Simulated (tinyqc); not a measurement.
Worked calculation: Hubbard ring of 4 sites. One step of it, computed by the program tinyqc.

Problem. The many-body Hamiltonian. Basis: all placements (u, d, 2, 0 on each site), up operators ordered before down ones; hops carry the sign of the same-spin electrons passed.

one-body matrix (hopping and site energies) (eV):
```
,1,2,3,4
1,0.780000,-0.560000,0.000000,-0.560000
2,-0.560000,0.850000,-0.560000,0.000000
3,0.000000,-0.560000,0.650000,-0.560000
4,-0.560000,0.000000,-0.560000,0.090000
```

U = 9.000000 eV

electrons, up and down: 1  1

Give: H.

Solution.

H (eV):
```
,2000,ud00,u0d0,u00d,du00,0200,0ud0,0u0d,d0u0,0du0,0020,00ud,d00u,0d0u,00du,0002
2000,10.560,-0.560,0.000,-0.560,-0.560,0.000,0.000,0.000,0.000,0.000,0.000,0.000,-0.560,0.000,0.000,0.000
ud00,-0.560,1.630,-0.560,0.000,0.000,-0.560,0.000,0.000,0.000,0.000,0.000,0.000,0.000,-0.560,0.000,0.000
u0d0,0.000,-0.560,1.430,-0.560,0.000,0.000,-0.560,0.000,0.000,0.000,0.000,0.000,0.000,0.000,-0.560,0.000
u00d,-0.560,0.000,-0.560,0.870,0.000,0.000,0.000,-0.560,0.000,0.000,0.000,0.000,0.000,0.000,0.000,-0.560
du00,-0.560,0.000,0.000,0.000,1.630,-0.560,0.000,-0.560,-0.560,0.000,0.000,0.000,0.000,0.000,0.000,0.000
0200,0.000,-0.560,0.000,0.000,-0.560,10.700,-0.560,0.000,0.000,-0.560,0.000,0.000,0.000,0.000,0.000,0.000
0ud0,0.000,0.000,-0.560,0.000,0.000,-0.560,1.500,-0.560,0.000,0.000,-0.560,0.000,0.000,0.000,0.000,0.000
0u0d,0.000,0.000,0.000,-0.560,-0.560,0.000,-0.560,0.940,0.000,0.000,0.000,-0.560,0.000,0.000,0.000,0.000
d0u0,0.000,0.000,0.000,0.000,-0.560,0.000,0.000,0.000,1.430,-0.560,0.000,-0.560,-0.560,0.000,0.000,0.000
0du0,0.000,0.000,0.000,0.000,0.000,-0.560,0.000,0.000,-0.560,1.500,-0.560,0.000,0.000,-0.560,0.000,0.000
0020,0.000,0.000,0.000,0.000,0.000,0.000,-0.560,0.000,0.000,-0.560,10.300,-0.560,0.000,0.000,-0.560,0.000
00ud,0.000,0.000,0.000,0.000,0.000,0.000,0.000,-0.560,-0.560,0.000,-0.560,0.740,0.000,0.000,0.000,-0.560
d00u,-0.560,0.000,0.000,0.000,0.000,0.000,0.000,0.000,-0.560,0.000,0.000,0.000,0.870,-0.560,0.000,-0.560
0d0u,0.000,-0.560,0.000,0.000,0.000,0.000,0.000,0.000,0.000,-0.560,0.000,0.000,-0.560,0.940,-0.560,0.000
00du,0.000,0.000,-0.560,0.000,0.000,0.000,0.000,0.000,0.000,0.000,-0.560,0.000,0.000,-0.560,0.740,-0.560
0002,0.000,0.000,0.000,-0.560,0.000,0.000,0.000,0.000,0.000,0.000,0.000,-0.560,-0.560,0.000,-0.560,9.180
```
